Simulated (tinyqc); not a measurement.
Length of a molecular wire: coherent transport through a tight-binding bridge. Computed by the program tinyqc. T = Gamma_L Gamma_R |G_1n|^2 with the self-energies of semi-infinite chains.

A uniform bridge between two chains:
```
parameter                        value
site energy (eV)              4.090000
hopping in the bridge (eV)    1.310000
lead hopping (eV)             1.570000
couplings (eV)              0.49, 0.33
E (eV)                        0.160000
```

Transmission against length:
```
sites           T     ln T
2      3.8189e-04   -7.870
4      8.0795e-06  -11.726
5      1.1786e-06  -13.651
6      1.7196e-07  -15.576
7      2.5089e-08  -17.501
8      3.6604e-09  -19.426
9      5.3404e-10  -21.351
10     7.7915e-11  -23.275
```

Estimate the missing row, sites = 3.

Computed row:
```
sites           T    ln T
3      5.5421e-05  -9.801
```

E lies outside the band of the bridge (|E - e|/2h = 1.500 > 1), so T decays as exp(-beta n) with beta = 2 arccosh(1.500) = 1.9248 a site; the last two rows give 1.9248.
